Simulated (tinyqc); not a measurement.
# Microkinetic model of a Langmuir-Hinshelwood surface reaction A + (1/2) B2 = AB with Bronsted-Evans-Polanyi barriers, step by step

A worked calculation. Computed by tinyqc, a small Python program that keeps every step. Command: `OMP_NUM_THREADS=1 python tinyqc.py 3007920 3007921 out.jsonl microkin walk`. One thread of a shared host (Intel(R) Xeon(R) Processor @ 2.30GHz), about 0.01 s of CPU time with the checks. Intermediate numbers are printed to about 7 digits and carried at full precision; extremes and crossings named in words are read from the listed rows.

A adsorbs in equilibrium; B2 dissociates irreversibly on two free sites; adsorbed A and B react irreversibly and AB leaves at once. theta_A + theta_B + theta_* = 1.

Inputs (values chosen for the exercise, for a model catalyst):
```
quantity                               value   unit
adsorption energy of A, E_A            -1.05     eV
adsorption energy per B atom, E_B     -0.709     eV
entropy loss of A, S_A                   1.7  meV/K
entropy loss of B2, S_B                  1.8  meV/K
slope a1 of the dissociation barrier    0.63      -
intercept b1                             1.1     eV
slope a2 of the reaction barrier        0.26      -
intercept b2                             0.3     eV
pressure p_A                          0.0039    bar
pressure p_B                            0.05    bar
temperature T                            725      K
mixing                                   0.3      -
```

Solver: damped fixed point.

Constants: k_B = 8.617333262e-05 eV/K; hbar = 6.582119569e-16 eV s.

## Constants

K_A = exp(-(E_A + T S_A)/(k_B T)) per bar; barriers E1 = max(b1 + a1 2 E_B, 0), E2 = b2 - a2 (E_A + E_B); k1 = (k_B T/h) exp(-S_B/k_B) exp(-E1/(k_B T)) per bar, k2 = (k_B T/h) exp(-E2/(k_B T)), h = 2 pi hbar.

barrier E1 = 0.20666 eV

barrier E2 = 0.75734 eV

K_A = 0.05387238 1/bar

k1 = 468.7966 1/(bar s)

k2 = 8.214445e+07 1/s

## Steady state in closed form

theta_A = K_A p_A theta_*; 2 k1 p_B theta_*^2 = k2 theta_A theta_B, so theta_B = w theta_* with w = 2 k1 p_B/(k2 K_A p_A); theta_* = 1/(1 + K_A p_A + w); rate r = k2 theta_A theta_B.

w = 0.002716286

theta_* = 0.9970822

theta_A = 2.094892e-04

theta_B = 0.002708360

rate r = 46.60648 1/s per site

The surface is mostly free, and dissociation limits.

## Iterative solution

Unknown y = theta_B, theta_* = (1 - y)/(1 + K_A p_A). Fixed point y(out) = w theta_*(y), y(new) = y + mixing (y(out) - y), kept within 0 and 1; start y = 0. Stop when the change is below 1e-10, after 80 steps at most.

Course of the iteration:
```
step         y in        y new        change
1     0.000000000  0.000814715  8.147145e-04
2     0.000814715  0.001384351  5.696364e-04
3     0.001384351  0.001782632  3.982814e-04
4     0.001782632  0.002061105  2.784725e-04
5     0.002061105  0.002255809  1.947039e-04
6     0.002255809  0.002391943  1.361341e-04
7     0.002391943  0.002487126  9.518295e-05
8     0.002487126  0.002553676  6.655052e-05
9     0.002553676  0.002600207  4.653114e-05
...           ...          ...           ...
38    0.002708355  0.002708357  1.448504e-09
39    0.002708357  0.002708358  1.012773e-09
40    0.002708358  0.002708358  7.081160e-10
41    0.002708358  0.002708359  4.951043e-10
42    0.002708359  0.002708359  3.461696e-10
43    0.002708359  0.002708359  2.420367e-10
44    0.002708359  0.002708360  1.692285e-10
45    0.002708360  0.002708360  1.183221e-10
46    0.002708360  0.002708360  8.272905e-11
```

theta_B at the end = 0.002708360

last change = 8.272905e-11

Converged in 46 steps to the closed form.

## Orders and rate control

From r = 2 k1 p_B theta_*^2: order in p_B and degree of control of step 1 = 1 - 2 theta_B; control of step 2 = 2 theta_B; order in p_A = 2 (theta_B - theta_A). Apparent energy = (E1 + k_B T)(1 - 2 theta_B) + (E2 + k_B T) 2 theta_B + E_A x order in p_A.

order in p_B, X1 = 0.9945833

X2 = 0.005416720

order in p_A = 0.004997741

apparent activation energy = 0.2668709 eV

## Rate against the binding of B

The formulas are those given above.

Changing E_B at fixed E_A:
```
E_B (eV)  E1 (eV)  E2 (eV)    theta_*       theta_A       theta_B    log10 r
-2.40           0    1.197  0.0116970  2.457558e-06  9.883006e-01  -0.756289
-2.10           0    1.119  0.0396129  8.322770e-06  9.603787e-01   0.303239
-1.80           0    1.041  0.1256791  2.640546e-05  8.742945e-01   1.306090
-1.50           0    0.963  0.3337429  7.012014e-05  6.661870e-01   2.154388
-1.25           0    0.898  0.5863526  1.231940e-04  4.135242e-01   2.643882
-1.00           0    0.833  0.8003954  1.681649e-04  1.994364e-01   2.914174
-0.75       0.155    0.768  0.9924816  2.085227e-04  7.309881e-03   2.023540
-0.50       0.470    0.703  0.9997731  2.100546e-04  1.680933e-05  -0.159799
-0.25       0.785    0.638  0.9997899  2.100581e-04  3.837238e-08  -2.349481
0.00        1.100    0.573  0.9997899  2.100582e-04  8.759511e-11  -4.539178
```

The rate is highest at E_B = -1 eV among these rows, where theta_B = 0.2. On the weak-binding side log10 r falls by 8.8 per eV, from the dissociation barrier (2 a1/(k_B T ln 10) = 8.8). On the strong-binding side B fills the surface and the rate falls again: the Sabatier volcano.

Checks made by the program: iteration against the closed form (relative difference 7e-08); apparent energy against a finite difference (on the scale of E2) (relative difference below 1e-10).
